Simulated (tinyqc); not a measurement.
Density and mobility of a removed layer (differential Hall).

Problem. For layers in parallel the sheet conductance g = 1/Rs and the product g mu_H (mu_H signed, unit Hall factors) are additive. Find the sheet density and mobility of the layer that was removed, and its share of the conductance.

Constants: q = 1.602176634e-19 C. Results are converted to the units shown.

Rs before and after removing the top layer (ohm/square): 65.097091  114.98727
apparent mobility before and after, signed (cm^2/(V s)): 898.05173  590

Answer. The differences give g1 = q n mu and g1 mu = q n mu^2; their ratio is mu and g1^2/(q g1 mu) is n.

sheet density = 3.20e13 cm^-2
mobility = 1.30e3 cm^2/(V s)
share of the conductance = 43.4 %

Computed by the program tinyqc: `OMP_NUM_THREADS=1 python tinyqc.py 2850155 2850156 out.jsonl`, one thread of a shared Intel Xeon 2.30GHz, about 0.03 s for the whole run.
